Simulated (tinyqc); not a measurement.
Metal-interlayer-semiconductor contact, depinning against tunnelling resistance: one step of the calculation.

Zero bias, n-type semiconductor. Gap states at the semiconductor surface thin out as exp(-be ti), which unpins the barrier; electrons must then cross the interlayer (a rectangular barrier, no voltage drop across it) and the parabolic depleted layer, both by WKB. Energies E are counted from the Fermi level; no image force, parabolic bands.

Task. Pinning, barrier and scales. S = 1/(1 + (1/S0 - 1) exp(-be ti)); phiB = S (phiM - chi) + (1 - S)(Eg - E0); xi = Ec - EF deep inside, from Nd = Nc F(-xi/Vt), F(x) = (2/sqrt(pi)) int_0^infinity sqrt(u) du/(1 + exp(u - x)); band bending U = phiB - xi; E00 = (hbar/2) sqrt(Nd/(eps0 eps_r mt m0)) in volts; A = 4 pi q mA m0 kB^2/h^3.

Parameters, values chosen for the exercise; semiconductor values close to those of silicon; interlayer mass of the order of that in aluminium oxide, offset chosen freely: temperature T = 250 K; band gap Eg = 1.08 eV; relative permittivity eps_r = 11.3; electron affinity chi = 4.02 eV; conduction-band density of states at T Nc = 2.13e19 cm^-3; tunnelling mass in the semiconductor mt = 0.187 m0; Richardson mass mA = 2.01 m0; donor density Nd = 5.3e19 cm^-3; charge-neutrality level above the valence band E0 = 0.37 eV; pinning factor without interlayer S0 = 0.28; metal work function phiM = 4.4 eV; interlayer thickness ti = 0.6 nm; decay constant of gap states through the interlayer be = 3.7 1/nm.

Constants: q = 1.602176634e-19 C, kB = 1.380649e-23 J/K, eps0 = 8.8541878128e-12 F/m, hbar = 1.054571817e-34 J s, h = 6.62607015e-34 J s, m0 = 9.1093837015e-31 kg, Vt = kB T/q. Results are converted to the units shown.

Give: S; phiB; xi; U; E00; A.

Result.

S = 0.78169
phiB = 0.45204 eV
xi = -0.037977 eV
U = 0.49002 eV
E00 = 0.092983 eV
A = 241.55 A/(cm^2 K^2)

Range of the model: The depletion charge would drop about 0.22 V across such an interlayer (eps_r near 9) at ti = 0.6 nm and Nd = 5.3e19 cm^-3, against a band bending of 0.49 V; this model leaves that drop out.

Program tinyqc, `OMP_NUM_THREADS=1 python tinyqc.py 2270004 2270005 out.jsonl`; Intel Xeon 2.30GHz, shared host, one thread, about 0.03 s.
